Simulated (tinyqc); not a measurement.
Trap density from one capacitance.

Inverse problem. Traps spread evenly through the insulator exchange electrons with the semiconductor by tunnelling, with tau(x) = t0 exp(2 ka x) at depth x from the interface. The admittance per area Y seen at depth x obeys dY/dx = -Y^2/(i w eps0 eox) + q Nb ln(1 + i w tau)/tau, with Y(0) = i w Cs and w = 2 pi f; the gate sees Y(tox) = G + i w C. Working variable y = Y/(i w), in uF/cm^2. Cox = eps0 eox/tox. Find Nb and G/w.

Parameters, values chosen for the exercise: relative permittivity of the insulator eox = 8.1; insulator thickness tox = 12 nm; semiconductor capacitance in accumulation Cs = 2.4 uF/cm^2; decay constant of the wave function in the insulator ka = 3.8 1/nm; time constant of a trap at the interface t0 = 2e-11 s; frequency f = 1000 Hz.

Constants: q = 1.602176634e-19 C, eps0 = 8.8541878128e-14 F/cm where lengths are in cm. Results are converted to the units shown.

C = 0.56048402 uF/cm^2

Solution. C rises steadily with Nb, so one density matches; in practice ka and t0 must come from the frequency dependence.

Nb = 4.800e19 cm^-3 eV^-1
G/w = 0.008965 uF/cm^2

Numbers from tinyqc (`OMP_NUM_THREADS=1 python tinyqc.py 2202104 2202105 out.jsonl`; about 0.6 s on one thread of a shared Intel Xeon 2.30GHz).
